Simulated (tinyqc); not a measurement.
Inside a calculation. Model: charge neutrality of a doped semiconductor with incomplete ionisation. Computed by tinyqc, a small Python program that keeps every step. Command: `OMP_NUM_THREADS=1 python tinyqc.py 3012543 3012544 out.jsonl dopant walk`. One thread of a shared host (Intel(R) Xeon(R) Processor @ 2.30GHz), about 0.03 s of CPU time with the checks. Intermediate numbers are printed to about 6 digits and carried at full precision; extremes and crossings named in words are read from the listed rows.

Energies are counted from the top of the valence band; E_D is measured down from the conduction band and E_A up from the valence band.

Inputs (values chosen for the exercise, for a model semiconductor):

| quantity | value | unit |
|---|---|---|
| gap at 0 K E_g0 | 3.23 | eV |
| Varshni alpha | 0.000358 | eV/K |
| Varshni beta | 654 | K |
| electron mass m_e | 0.295 | m_0 |
| valleys M_c | 3 | - |
| hole mass m_h | 2.3 | m_0 |
| donor density N_D | 1.4e+19 | cm^-3 |
| acceptor density N_A | 0 | cm^-3 |
| donor depth E_D | 0.0642 | eV |
| donor degeneracy g_D | 2 | - |
| static dielectric constant eps_s | 8.77 | - |
| temperature T | 300 | K |
| iteration cap | 60 | - |

Doping: n-type. Statistics of the bands: Fermi-Dirac. Solver: bisection. Start of Newton steps: intrinsic level E_i.

ratios u of density to N: 0.024  0.069  0.2  0.57  1.6  4.7  14

Constants: m_0 = 9.1093837015e-31 kg; k_B = 1.380649e-23 J/K; h = 6.62607015e-34 J s; k_B = 8.617333262e-05 eV/K.

## Gap and effective densities of states

E_g = E_g0 - alpha T^2/(T + beta). N_c = 2 M_c (2 pi m_e k_B T/h^2)^(3/2) and N_v = 2 (2 pi m_h k_B T/h^2)^(3/2), masses in units of m_0. n_i = sqrt(N_c N_v) exp(-E_g/(2 k_B T)); E_i = E_g/2 + (k_B T/2) ln(N_v/N_c).

gap E_g = 3.19623 eV

N_c = 1.20622e+19 cm^-3

N_v = 8.75314e+19 cm^-3

k_B T = 0.0258520 eV

intrinsic density n_i = 4.62035e-08 cm^-3

intrinsic level E_i = 1.62373 eV

## Charges at trial Fermi levels

n = N_c F_1/2((E_F - E_g)/k_B T), p = N_v F_1/2(-E_F/k_B T). F_1/2(eta) = (2/sqrt(pi)) int_0^infinity sqrt(x)/(1 + exp(x - eta)) dx, by the trapezoid rule in t = sqrt(x) with step 0.02 up to t = 12 (for eta < -12 by exp(eta) - exp(2 eta)/2^(3/2)). N_D+ = N_D/(1 + g_D exp((E_F - E_g + E_D)/k_B T)). Neutrality: p + N_D+ = n + N_A-; the log ratio is ln[(p + N_D+)/(n + N_A-)]. The last column is ln[(p + N_D+)/(n + N_A-)], which vanishes at neutrality; trial levels are the majority level plus multiples of k_B T, rounded to 0.1 meV.

Densities (cm^-3):

| E_F (eV) | n | p | N_D+ | N_A- | log ratio |
|---|---|---|---|---|---|
| 2.9769 | 2.49386e+15 | 8.55943e-31 | 1.39310e+19 | 0 | 8.62804 |
| 3.0545 | 5.01060e+16 | 4.25424e-32 | 1.27309e+19 | 0 | 5.53765 |
| 3.1062 | 3.66760e+17 | 5.75838e-33 | 8.06225e+18 | 0 | 3.09024 |
| 3.1579 | 2.54272e+18 | 7.79433e-34 | 2.17354e+18 | 0 | -0.15688 |
| 3.2096 | 1.36469e+19 | 1.05501e-34 | 3.39819e+17 | 0 | -3.69286 |

The log ratio changes sign between 3.1062 and 3.1579 eV.

## Solving for the Fermi level

Bisection of the log ratio between E = -0.3 and E_g + 0.3 eV; stop when |log ratio| < 1e-9.

Course of the iteration:

| step | E_F (eV) | log ratio |
|---|---|---|
| 1 | 1.59811 | 6.19668e+01 |
| 2 | 2.54717 | 2.52556e+01 |
| 3 | 3.02170 | 6.87281e+00 |
| 4 | 3.25896 | -6.70668e+00 |
| 5 | 3.14033 | 1.02644e+00 |
| 6 | 3.19965 | -3.03148e+00 |
| 7 | 3.16999 | -9.92801e-01 |
| 8 | 3.15516 | 3.09589e-02 |
| 9 | 3.16257 | -4.78952e-01 |
| ... | ... | ... |
| 28 | 3.15561 | 1.99384e-07 |
| 29 | 3.15561 | -2.84443e-07 |
| 30 | 3.15561 | -4.25293e-08 |
| 31 | 3.15561 | 7.84274e-08 |
| 32 | 3.15561 | 1.79491e-08 |
| 33 | 3.15561 | -1.22901e-08 |
| 34 | 3.15561 | 2.82947e-09 |
| 35 | 3.15561 | -4.73031e-09 |
| 36 | 3.15561 | -9.50433e-10 |

Fermi level E_F (last iterate) = 3.15561 eV

converged (1 yes, 0 no) = 1

steps = 36

Converged in 36 steps.

## Densities at the solution

The formulas are those given above.

majority density n = 2.34105e+18 cm^-3

minority density p = 8.51565e-34 cm^-3

ionised share of the donors = 0.167218

distance of E_F from the majority band edge = 0.0406146 eV

n is 16.7 % of the net doping; n p / n_i^2 = 0.9339, below one because the majority band is degenerate. Caution: N^(1/3) a is above 0.2 for the radius a = e^2/(8 pi eps_0 eps_s E) of the dopant: near the Mott value, 0.26, the level broadens, and above it the level has merged with the band and all dopants are ionised, so such results of a fixed depth are only formal.

## The closed form for the extrinsic range

With Boltzmann statistics, no holes and every acceptor ionised, n (n + N_A) = n1 (N_D - N_A - n) with n1 = (N_c/g_D) exp(-E_D/k_B T). Take the positive root.

n1 = 5.03366e+17 cm^-3

n from the quadratic = 2.41486e+18 cm^-3

Against the full solution, 2.3411e18 cm^-3, the quadratic is off by 3.2 %, since the band is partly degenerate.

## Carrier density against temperature

Neutrality is solved by bisection at each T. The last column is -k_B d ln(n T^-3/4)/d(1/T) from this row and the one above; it turns negative as ionisation nears completion, when the density grows more slowly than that power of T.

Against temperature:

| T (K) | n (cm^-3) | E_F from the band edge (eV) | ionised share | activation energy (eV) |
|---|---|---|---|---|
| 27 | 1.53889e+12 | 0.0285312 | 1.09921e-07 | - |
| 34 | 3.13243e+13 | 0.0281124 | 2.23745e-06 | 0.0320999 |
| 47 | 8.26677e+14 | 0.0275707 | 5.90483e-05 | 0.0320978 |
| 68 | 1.25833e+16 | 0.0271638 | 8.98806e-04 | 0.0320746 |
| 110 | 1.44338e+17 | 0.0275052 | 1.03099e-02 | 0.0319075 |
| 170 | 6.41066e+17 | 0.0298666 | 4.57904e-02 | 0.0312749 |
| 250 | 1.64407e+18 | 0.0356807 | 1.17434e-01 | 0.0298736 |
| 300 | 2.34105e+18 | 0.0406146 | 1.67218e-01 | 0.0280085 |
| 370 | 3.31382e+18 | 0.0489689 | 2.36701e-01 | 0.0259915 |
| 600 | 6.06175e+18 | 0.0860942 | 4.32982e-01 | 0.0200726 |

Between the two coldest rows the activation energy is 0.0321 eV, 0.50 of the dopant depth: without compensation E_F sits halfway between level and band, so half the depth shows. No row comes within 10 % of the net doping.

## Reduced Fermi level from a carrier density

For u = density/N of the majority band, eta solves F_1/2(eta) = u (bisection). Boltzmann: ln u. Joyce-Dixon: ln u + u/sqrt(8) - 4.95009e-3 u^2 + 1.48386e-4 u^3 - 4.42563e-6 u^4. Degenerate limit: (3 sqrt(pi) u/4)^(2/3). The last column is (eta - ln u) k_B T.

Eta by four rules:

| u | density (cm^-3) | exact | Boltzmann | Joyce-Dixon | degenerate | Boltzmann error (meV) |
|---|---|---|---|---|---|---|
| 0.024 | 2.89493e+17 | -3.72122 | -3.72970 | -3.72122 | 0.10059 | 2.19288e-01 |
| 0.069 | 8.32291e+17 | -2.64928 | -2.67365 | -2.64928 | 0.20339 | 6.30056e-01 |
| 0.2 | 2.41244e+18 | -1.53892 | -1.60944 | -1.53892 | 0.41347 | 1.82292e+00 |
| 0.57 | 6.87545e+18 | -0.36217 | -0.56212 | -0.36217 | 0.83114 | 5.16896e+00 |
| 1.6 | 1.92995e+19 | 1.02360 | 0.47000 | 1.02360 | 1.65388 | 1.43115e+01 |
| 4.7 | 5.66923e+19 | 3.11338 | 1.54756 | 3.11316 | 3.39226 | 4.04796e+01 |
| 14 | 1.68871e+20 | 6.90140 | 2.63906 | 6.85574 | 7.02279 | 1.10190e+02 |

Boltzmann statistics place E_F within 1 meV of the exact value up to u = 0.0690 of those listed and miss by 110 meV at u = 14. Joyce-Dixon stays within 0.01 in eta up to u = 4.70; the degenerate limit is still 1.8 % high at the last u. A parabolic band is assumed throughout.

Checks made by the program: neutrality at the solution (relative difference 2e-09).
